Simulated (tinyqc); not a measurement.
Raising the field: quantum-confined Stark effect in a modulator well.

Envelopes on cells of 0.5 angstrom over the well |z| < L/2 and 45 angstrom of barrier on each side, psi = 0 beyond, psi'/m continuous (mean mass between points), c = hbar^2/2m0. The electron sees + e F z and the hole - e F z, each with its offset in the barriers; 1 kV/cm = 1e-5 eV/angstrom. Light holes, band mixing and escape by tunnelling are left out.

Exciton: in-plane function exp(-rho/lam), 1/mu = 1/me + 1/mp, E(lam) = c/(mu lam^2) - (q/eps) times the integral over k of Fm(k)(1 + (k lam/2)^2)^(-3/2), Fm(k) the double integral of psi_e^2 psi_h^2 exp(-k |z - z'|), q = e^2/(4 pi eps0); binding Eb = -E at the minimum. Line at Eg + E_e + E_h - Eb, strength proportional to overlap^2/lam^2.

Constants: hbar^2/2m0 = 3.80998211 eV angstrom^2; e^2/(4 pi eps0) = 14.39964547 eV angstrom; hc = 1239.841984 eV nm.

Inputs chosen for the exercise (near those of a Ge well in SiGe, direct gap; not measured data): L = 94 angstrom (well width); Vc = 0.365 eV (conduction offset); Vv = 0.115 eV (heavy-hole offset); me = 0.0408 m0 (electron, well); meb = 0.0561 m0 (electron, barrier); mh = 0.207 m0 (heavy hole along z, well); mhb = 0.224 m0 (heavy hole, barrier); Eg = 0.84 eV (gap of the well); mp = 0.071 m0 (heavy hole in the plane); eps = 15.6 (dielectric constant); Fs = (0, 15, 30, 45, 62, 80, 100) kV/cm (fields).

All quantities anew; shifts from zero field.

Results:
```
F (kV/cm)  dE_e (meV)  dE_h (meV)  Eb (meV)  line shift (meV)  overlap^2  relative strength
0                0.00        0.00      3.98              0.00      0.996              1.000
15              -0.08       -0.31      3.97             -0.38      0.983              0.983
30              -0.34       -1.22      3.94             -1.52      0.947              0.935
45              -0.76       -2.69      3.89             -3.37      0.893              0.865
62              -1.44       -4.98      3.83             -6.27      0.818              0.771
80              -2.40       -8.04      3.75            -10.21      0.731              0.667
100             -3.73      -12.09      3.67            -15.51      0.635              0.556
```

What does the comparison show, and why?

The line shift grows with exponent 1.99 in F at low field and 1.87 at the end, still close to the quadratic law. The hole gives 78 % of the level shift in the second row and 76 % in the last. The largest shift is 3.9 times the zero-field binding, yet 92 % of the binding survives, since the walls stop the field from pulling the pair apart. The strength keeps 56 %.

tinyqc: `OMP_NUM_THREADS=1 python tinyqc.py 1251442 1251443 out.jsonl`; about 0.1 s, one thread, shared Intel(R) Xeon(R) Processor @ 2.30GHz.
